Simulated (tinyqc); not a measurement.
G0W0 on RHF in the sto-3g basis, for BeH2, spin multiplicity 1, step by step. One step of it, computed by the program tinyqc.

Problem. G0W0 on Hartree-Fock: HOMO. W(p,q,m) = sqrt2 sum_ia (pq|ia) (X+Y)_ia,m; Sigma_c(x) = sum_(i,m) W^2/(x - e_i + w_m) + sum_(a,m) W^2/(x - e_a - w_m); solve x = e_p + Sigma_c(x) by Newton steps; Z = 1/(1 - dSigma/dx); 1 hartree = 27.211386 eV.

orbital energies (hartree): MO1 -4.536744, MO2 -0.409622, MO3 -0.364450, MO4 0.205631, MO5 0.213516, MO6 0.348376, MO7 0.655903

Two-electron integrals over orbitals (pq|rs), unique and non-zero (hartree):
```
(11|11) 2.272046    (21|11) -0.185556   (21|21) 0.023433    (22|11) 0.453014
(22|21) -0.005575   (22|22) 0.370202    (31|31) 0.004919    (32|31) 0.010475
(32|32) 0.156841    (33|11) 0.412180    (33|21) -0.002265   (33|22) 0.380954
(33|33) 0.404093    (41|11) 0.057258    (41|21) -0.006848   (41|22) 0.003557
(41|33) 0.001944    (41|41) 0.016760    (42|11) -0.032166   (42|21) 0.001981
(42|22) 0.009619    (42|33) 0.013394    (42|41) 0.013333    (42|42) 0.048443
(43|31) -0.000243   (43|32) 0.020516    (43|43) 0.016196    (44|11) 0.562008
(44|21) -0.007416   (44|22) 0.348134    (44|33) 0.330738    (44|41) -0.006660
(44|42) -0.038131   (44|44) 0.452598    (51|51) 0.015740    (52|51) 0.014882
(52|52) 0.047110    (53|53) 0.012028    (54|51) -0.004670   (54|52) -0.012652
(54|54) 0.026681    (55|11) 0.569186    (55|21) -0.007135   (55|22) 0.350685
(55|33) 0.330387    (55|41) 0.001894    (55|42) -0.016041   (55|44) 0.398364
(55|55) 0.449859    (61|11) -0.184580   (61|21) 0.023892    (61|22) -0.005067
(61|33) -0.002370   (61|41) -0.003063   (61|42) 0.005393    (61|44) -0.008125
(61|55) -0.005501   (61|61) 0.025476    (62|11) 0.136853    (62|21) -0.005595
(62|22) -0.010702   (62|33) -0.038141   (62|41) 0.005347    (62|42) -0.007543
(62|44) 0.057373    (62|55) 0.068526    (62|61) -0.003774   (62|62) 0.082946
(63|31) -0.000212   (63|32) -0.089548   (63|43) -0.017394   (63|63) 0.084480
(64|11) 0.028476    (64|21) 0.000315    (64|22) 0.001456    (64|33) -0.007611
(64|41) 0.012792    (64|42) 0.032352    (64|44) 0.000556    (64|55) 0.012462
(64|61) 0.003989    (64|62) 0.030857    (64|64) 0.040936    (65|51) 0.015428
(65|52) 0.044631    (65|54) -0.007412   (65|65) 0.046486    (66|11) 0.463216
(66|21) -0.006339   (66|22) 0.374936    (66|33) 0.383068    (66|41) 0.010719
(66|42) 0.031176    (66|44) 0.341208    (66|55) 0.352213    (66|61) -0.003581
(66|62) -0.014481   (66|64) 0.017208    (66|66) 0.402846    (71|31) 0.009243
(71|32) 0.016920    (71|43) -0.000726   (71|63) 0.000395    (71|71) 0.017485
(72|31) 0.004632    (72|32) -0.038413   (72|43) -0.016287   (72|63) 0.061113
(72|71) 0.008445    (72|72) 0.057368    (73|11) 0.150997    (73|21) -0.003891
(73|22) 0.001140    (73|33) -0.018414   (73|41) 0.000217    (73|42) -0.022407
(73|44) 0.068956    (73|55) 0.071870    (73|61) -0.003622   (73|62) 0.076867
(73|64) 0.017404    (73|66) -0.017711   (73|73) 0.088382    (74|31) -0.003048
(74|32) -0.036187   (74|43) 0.008088    (74|63) 0.023047    (74|71) -0.005269
(74|72) 0.007207    (74|74) 0.025584    (75|53) 0.013104    (75|75) 0.016966
(76|31) 0.009044    (76|32) 0.133669    (76|43) 0.022021    (76|63) -0.085758
(76|71) 0.015021    (76|72) -0.045299   (76|74) -0.030112   (76|76) 0.126928
(77|11) 0.538552    (77|21) -0.007220   (77|22) 0.394181    (77|33) 0.409477
(77|41) 0.001808    (77|42) 0.002389    (77|44) 0.376188    (77|55) 0.374412
(77|61) -0.007028   (77|62) -0.015487   (77|64) -0.006354   (77|66) 0.402930
(77|73) 0.005948    (77|77) 0.446138
```

excitation energies w (hartree): [0.596767, 0.601541, 0.701276, 0.710814, 0.828303, 0.848006, 1.203460, 1.230513, 4.775591, 4.781686, 4.936050, 5.227523]

X + Y:
```
            1         2          3          4          5          6          7          8
1>4  0.000000  0.000000  -0.010604   0.000000   0.000000  -0.004253   0.000000  -0.000917
1>5  0.000000  0.000000   0.000000  -0.011842   0.000000   0.000000   0.000000   0.000000
1>6  0.000000  0.000000  -0.003874   0.000000   0.000000   0.001419   0.000000   0.003778
1>7  0.000257  0.000000   0.000000   0.000000   0.001916   0.000000  -0.006179   0.000000
2>4  0.000000  0.000000   0.933785   0.000000   0.000000   0.025524   0.000000  -0.051061
2>5  0.000000  0.000000   0.000000   0.936288   0.000000   0.000000   0.000000   0.000000
2>6  0.000000  0.000000  -0.001476   0.000000   0.000000   0.879630   0.000000   0.287697
2>7  0.039110  0.000000   0.000000   0.000000  -0.338196   0.000000   0.897717   0.000000
3>4  0.972409  0.000000   0.000000   0.000000  -0.069193   0.000000  -0.038948   0.000000
3>5  0.000000  0.980209   0.000000   0.000000   0.000000   0.000000   0.000000   0.000000
3>6  0.105409  0.000000   0.000000   0.000000   0.882090   0.000000   0.226440   0.000000
3>7  0.000000  0.000000   0.094294   0.000000   0.000000  -0.400747   0.000000   0.844668

            9        10         11         12
1>4  0.995794  0.000000  -0.037060   0.000000
1>5  0.000000  0.996698   0.000000   0.000000
1>6  0.038237  0.000000   0.994113   0.000000
1>7  0.000000  0.000000   0.000000   0.996654
2>4  0.001487  0.000000   0.000504   0.000000
2>5  0.000000  0.001654   0.000000   0.000000
2>6  0.000713  0.000000  -0.000516   0.000000
2>7  0.000000  0.000000   0.000000   0.001383
3>4  0.000000  0.000000   0.000000  -0.000063
3>5  0.000000  0.000000   0.000000   0.000000
3>6  0.000000  0.000000   0.000000   0.000051
3>7  0.000019  0.000000  -0.000651   0.000000
```

Give: The 12 largest terms at x = e_p; Newton steps; quasiparticle energy of the HOMO; Hartree-Fock value.

Solution.

The 12 largest terms at x = e_p (hartree; W for the signs of X + Y given):
```
q  m       W       term
2  5  -0.095      0.010
7  8   0.138     -0.009
6  7   0.106     -0.006
2  7  -0.079   4.96e-03
6  5   0.078  -3.93e-03
3  6  -0.037   1.57e-03
3  8  -0.038   1.20e-03
7  6   0.045  -1.07e-03
4  7  -0.027  -4.15e-04
3  3   0.015   3.34e-04
4  1   0.019  -3.02e-04
2  1   0.013   2.53e-04
```

Newton steps (hartree):
```
step       x  Sigma_c(x)      Z
0     -0.364   -1.84e-03  0.970
1     -0.366   -1.79e-03  0.970
2     -0.366   -1.79e-03  0.970
```

quasiparticle energy of the HOMO = -9.966 eV

Hartree-Fock value = -9.917 eV
